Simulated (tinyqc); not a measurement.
# Planar ballistic transistor, top-of-the-barrier model: effects of single changes

At the top of the source barrier, states moving towards the drain are filled by the source (Fermi level 0) and states moving back by the drain (Fermi level -q Vd); nothing scatters. U is the shift of the band edge there, set by the capacitances CG, CD and CS (the total) and by the charge. Parabolic two-dimensional band; the source is grounded.

Parameters, values chosen for the exercise; mass and valleys close to those of gallium arsenide:
- T = 400 K (temperature)
- m = 0.0694 m0 (effective mass)
- gv = 1 (valley degeneracy)
- eox = 22 (relative permittivity of the gate insulator)
- tox = 3.3 nm (insulator thickness)
- aG = 0.9 (gate control CG/CS)
- aD = 0.014 (drain control CD/CS)
- E0 = 0.3 eV (band edge at the barrier top above the source Fermi level at zero bias)
- Vd = 0.05 V (drain voltage)

Constants: q = 1.602176634e-19 C, kB = 1.380649e-23 J/K, hbar = 1.054571817e-34 J s, m0 = 9.1093837015e-31 kg, Vt = kB T/q, eps0 = 8.8541878128e-14 F/cm where lengths are in cm. Results are converted to the units shown.

Each table varies one quantity; the others keep the values above.

## Effect of the drain control CD/CS

N0 = gv m kB T/(pi hbar^2), CG = eps0 eox/tox, vT = sqrt(2 kB T/(pi m)), CS = CG/aG, n0 = n at U = 0 and Vd = 0. eta1 = -(E0 + U)/Vt, eta2 = eta1 - Vd/Vt, n = (N0/2)[F_0(eta1) + F_0(eta2)], F_0(x) = ln(1 + exp x). U = UL + q (n - n0)/CS with UL = -(aG Vg + aD Vd), energies in eV. I = q (N0/2) vT [F_(1/2)(eta1) - F_(1/2)(eta2)] per width, F_(1/2)(x) = (2/sqrt(pi)) int_0^infinity u^(1/2)/(1 + exp(u - x)) du. CQ = (q/Vt) dn/d(eta1). E0 is held fixed.

In this table Vg = 0.4 V, Vd = 0.4 V.

Effect of the drain control CD/CS:
```
aD,eta1,n (cm^-2),I (uA/um),mean velocity I/(q n) (cm/s),CQ/CS
0,1.218,7.380e11,341.7,2.890e7,0.2733
0.013,1.336,7.841e11,367.3,2.924e7,0.2804
0.026,1.453,8.312e11,394.0,2.959e7,0.2870
0.039,1.570,8.791e11,421.7,2.994e7,0.2932
0.051,1.678,9.239e11,448.2,3.028e7,0.2984
0.064,1.794,9.732e11,477.7,3.064e7,0.3036
0.077,1.909,1.023e12,508.3,3.101e7,0.3084
0.09,2.024,1.073e12,539.8,3.139e7,0.3128
```

What does the table show?

As aD goes from 0 to 0.09, n rises from 7.38e11 to 1.07e12 cm^-2, the mean velocity rises from 2.89e7 to 3.14e7 cm/s and the current rises from 342 to 540 uA/um. CQ/CS goes from 0.27 to 0.31.

## Output curve

Same model as above.

CQ = (q/Vt) dn/d(eta1).

In this table Vg = 0.4 V.

Result of one run:
```
Vd (V),eta1,n (cm^-2),I (uA/um),mean velocity I/(q n) (cm/s),CQ/CS
0.025,0.9921,1.071e12,118.4,6.901e6,0.4588
```

What becomes of these results when the drain voltage Vd is changed from 0.025 to 0.05 V, all else the same?

Result of the changed run:
```
Vd (V),eta1,n (cm^-2),I (uA/um),mean velocity I/(q n) (cm/s),CQ/CS
0.05,1.087,9.518e11,207.1,1.358e7,0.4099
```

The whole series:
```
Vd (V),eta1,n (cm^-2),I (uA/um),mean velocity I/(q n) (cm/s),CQ/CS
0.01,0.9241,1.158e12,50.89,2.742e6,0.4849
0.025,0.9921,1.071e12,118.4,6.901e6,0.4588
0.05,1.087,9.518e11,207.1,1.358e7,0.4099
0.1,1.203,8.162e11,306.0,2.340e7,0.3271
0.15,1.253,7.738e11,340.9,2.750e7,0.2907
0.2,1.279,7.669e11,352.7,2.870e7,0.2808
0.3,1.313,7.754e11,362.2,2.915e7,0.2793
0.4,1.345,7.877e11,369.3,2.927e7,0.2809
0.6,1.408,8.130e11,383.6,2.945e7,0.2845
0.8,1.471,8.385e11,398.2,2.964e7,0.2880
```

The current rises from 50.9 to 398 uA/um; n goes from 1.16e12 through a minimum of 7.67e11 (at Vd = 0.2 V among the rows listed) to 8.38e11 cm^-2 and eta1 rises from 0.924 to 1.47. The resistance in the first row is 197 ohm um, though nothing scatters in the channel. The current passes 90 % of its last value at Vd = 0.3 V among the rows, where eta2 = -7.4; returning states are gone from Vd = 0.3 V on (eta2 < -7), and from there the drain control aD lifts eta1 from 1.31 to 1.47.

## Transfer curve

Same model as above.

CQ = (q/Vt) dn/d(eta1).

Result of one run:
```
Vg (V),eta1,n (cm^-2),I (uA/um),mean velocity I/(q n) (cm/s),CQ/CS
0.45,1.972,1.544e12,311.2,1.258e7,0.5331
```

What becomes of these results when the gate voltage Vg is changed from 0.45 to 0.15 V, all else the same?

Result of the changed run:
```
Vg (V),eta1,n (cm^-2),I (uA/um),mean velocity I/(q n) (cm/s),CQ/CS
0.15,-4.770,5.211e9,1.221,1.462e7,0.003680
```

The whole series:
```
Vg (V),eta1,n (cm^-2),I (uA/um),mean velocity I/(q n) (cm/s),CQ/CS
0,-8.683,1.045e8,0.02449,1.463e7,7.405e-5
0.08,-6.595,8.430e8,0.1975,1.462e7,5.971e-4
0.15,-4.770,5.211e9,1.221,1.462e7,0.003680
0.23,-2.706,4.007e10,9.383,1.461e7,0.02763
0.3,-0.9912,1.994e11,46.43,1.453e7,0.1242
0.38,0.7084,7.486e11,166.7,1.390e7,0.3515
0.45,1.972,1.544e12,311.2,1.258e7,0.5331
0.53,3.280,2.646e12,460.7,1.087e7,0.6464
0.6,4.375,3.680e12,567.1,9.619e6,0.6858
```

The current rises from 0.0245 to 567 uA/um. Between the first two rows the swing is 88.2 mV a decade, against Vt ln 10/aG = 88.2. CQ/CS goes from 7.4e-5 to 0.69, so a volt on the gate moves the band edge by 0.90 eV in the first row and 0.53 eV in the last. The mean velocity falls from 1.46e7 to 9.62e6 cm/s.

Program tinyqc, `OMP_NUM_THREADS=1 python tinyqc.py 2400044 2400045 out.jsonl`; Intel Xeon 2.30GHz, shared host, one thread, about 0.01 s.
